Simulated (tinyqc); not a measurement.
Resistivity of narrow wires: free and nearly free electrons in a metal.

The cubic cell holds 4 atoms: n = 4 z/a^3, kF = (3 pi^2 n)^(1/3), EF = c kF^2/m, vF = 2 c kF/(m hbar), c = hbar^2/2m0; rs = (3/(4 pi n))^(1/3)/a0; D(EF) = 3 n/(2 EF).

Square wire of width w with grain size w: rho/rho0 = 1/(1 - 3 al/2 + 3 al^2 - 3 al^3 ln(1 + 1/al)) + (3/4) (1 - p) l/w, with al = (l/w) Rg/(1 - Rg) (Mayadas-Shatzkes plus the thick-wire form of Fuchs-Sondheimer); l = hbar kF/(n e^2 rho), e = 1.602176634e-19 C.

Constants: hbar^2/2m0 = 3.80998211 eV angstrom^2; hbar = 6.58211957e-16 eV s; a0 (Bohr radius) = 0.5291772105 angstrom.

Inputs chosen for the exercise (near those of Al; not measured data): a = 4.067 angstrom (fcc lattice constant); z = 3 (free electrons an atom); m = 1 m0 (mass); rho = 2.96 micro-ohm cm (bulk resistivity); p = 0 (specularity of the surfaces); Rg = 0.56 (reflection at grain boundaries).

Wires:

| w (nm) | al | grain term (factor - 1) | surface term | rho (micro-ohm cm) |
|---|---|---|---|---|
| 200 | 0.086 | 0.126 | 0.051 | 3.48 |
| 100 | 0.172 | 0.248 | 0.102 | 4.00 |
| 50 | 0.345 | 0.488 | 0.203 | 5.01 |
| 30 | 0.575 | 0.803 | 0.339 | 6.34 |
| 20 | 0.862 | 1.192 | 0.508 | 7.99 |
| 14 | 1.232 | 1.690 | 0.726 | 10.11 |
| 7 | 2.464 | 3.340 | 1.452 | 17.14 |

Give the missing row, w (nm) = 10.

Computed row:
```
w (nm)     al  grain term (factor - 1)  surface term  rho (micro-ohm cm)
10      1.725                    2.351         1.016               12.93
```

l = 13.55 nm

At 7 nm the resistivity is 5.79 times the bulk value; grain boundaries add more (3.34 from grains, 1.45 from surfaces). It passes twice the bulk value between 50 and 30 nm. The surface formula is meant for w above l = 14 nm, so the rows below that are rough.

Computed by tinyqc, a small Python program: `OMP_NUM_THREADS=1 python tinyqc.py 1682683 1682684 out.jsonl` (the numbers bound the seed that draws the inputs); one thread of a shared host (Intel(R) Xeon(R) Processor @ 2.30GHz), about 0.01 s for the whole set of steps.
